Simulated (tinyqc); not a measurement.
## Insulator thickness and V0 from two charges

Question. In an undoped wire Vg - V0 = Q/Cox + Vt ln(Q/Q0) + Vt ln(1 + Q/Q0) at the source, with Q0 = 4 eps0 eps_r Vt/R and Cox = eps0 eox/(R ln(1 + tox/R)). Find Cox, tox and V0.

Inputs (values chosen for the exercise); material values close to those of silicon:

| symbol | value | unit | meaning |
|---|---|---|---|
| T | 300 | K | temperature |
| eps_r | 11.7 |  | relative permittivity of the semiconductor |
| eox | 24.3 |  | relative permittivity of the gate insulator |
| R | 10 | nm | wire radius |

Constants: q = 1.602176634e-19 C, kB = 1.380649e-23 J/K, Vt = kB T/q, eps0 = 8.8541878128e-14 F/cm where lengths are in cm. Results are converted to the units shown.

Qs at Vg = 0.87 and 1.27 V (nC/cm^2): 627.98276  1716.0477

Answer. The two equations are linear in 1/Cox and V0; tox follows by inverting the logarithm.

Cox = 3.104 uF/cm^2
tox = 10.00 nm
V0 = 0.5722 V

Computed by the program tinyqc: `OMP_NUM_THREADS=1 python tinyqc.py 2460119 2460120 out.jsonl`, one thread of a shared Intel Xeon 2.30GHz, about 0.03 s for the whole run.
